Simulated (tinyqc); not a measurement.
Isochronal anneals: hydrogen passivation of interface dangling bonds: competing passivation and dissociation with distributed barriers. Computed by tinyqc, a small Python program. Command: `OMP_NUM_THREADS=1 python tinyqc.py 3027763 3027764 out.jsonl passiv walk`. One thread of a shared host (Intel(R) Xeon(R) Processor @ 2.30GHz), about 0.01 s of CPU time with the checks.

P_b + H2 gives P_bH + H at the rate k_f [H2]; P_bH gives P_b + H at the rate k_d. All defects start unpassivated. E_f and E_d are Gaussian and independent.

Inputs (values chosen for the exercise, close to those used for P_b centres at the silicon-oxide interface):
```
quantity                                      value          unit
passivation prefactor k_f0                  6.7e-07        cm^3/s
mean passivation barrier E_f                   1.54            eV
spread sigma_f                                0.052            eV
dissociation prefactor k_d0                   1e+12           1/s
mean dissociation barrier E_d                  2.72            eV
spread sigma_d                                  0.1            eV
H2 in the oxide per atm, solubility factor  3.3e+17  1/(cm^3 atm)
hydrogen pressure p                               1           atm
anneal time t                                  6200             s
```

Constants: k_B = 8.617333262e-05 eV/K.

Method:
- [H2] = solubility factor x p; a = k_f0 [H2] exp(-E_f/(k_B T)), d = k_d0 exp(-E_d/(k_B T)). For one pair of barriers the active share is y = [d + a exp(-(a + d) t)]/(a + d).
- Temperatures in kelvin are T(C) + 273.15.
- Average y over both Gaussians with 40 x 40 Gauss-Hermite points.
- Minimise the averaged y over T between 150 and 900 C: find where ln y is equal at T - 0.05 and T + 0.05 C; T is rounded to 0.1 C.

best temperature = 362 C

Active share after the time t:
```
T (C)     a (1/s)     d (1/s)  single barriers  distributed
200    8.7339e-06  1.0661e-17       9.4729e-01   9.0125e-01
250    3.2282e-04  6.2635e-15       1.3513e-01   2.3163e-01
300    6.3559e-03  1.2098e-12       1.9034e-10   1.3780e-03
350    7.7573e-02  1.0041e-10       1.2944e-09   5.4338e-08
400    6.5287e-01  4.3226e-09       6.6209e-09   4.3727e-08
450    4.0928e+00  1.1060e-07       2.7024e-08   1.3872e-07
500    2.0235e+01  1.8607e-06       9.1956e-08   3.8464e-07
600    2.8562e+02  1.9966e-04       6.9905e-07   2.1467e-06
700    2.3399e+03  8.1956e-03       3.5026e-06   8.6426e-06
800    1.2953e+04  1.6835e-01       1.2997e-05   2.7312e-05
```

What follows from these numbers?

The distributed share is least at 400 C among these rows, 4.4e-8, and the search puts the optimum at 362 C. On the cold side defects with high E_f survive; on the hot side dissociation, with the larger barrier, gains on passivation with an energy E_d - E_f = 1.18 eV. In that row single barriers give 6.6e-9, so the spread raises the floor. Caution: atomic hydrogen, which both passivates and depassivates, and further passivation during cooling are left out. Caution: shares below about 1e-3 in these rows are formal; measured passivation levels off well above them.

Extremes, crossings and ranges named in words are read from the listed rows.
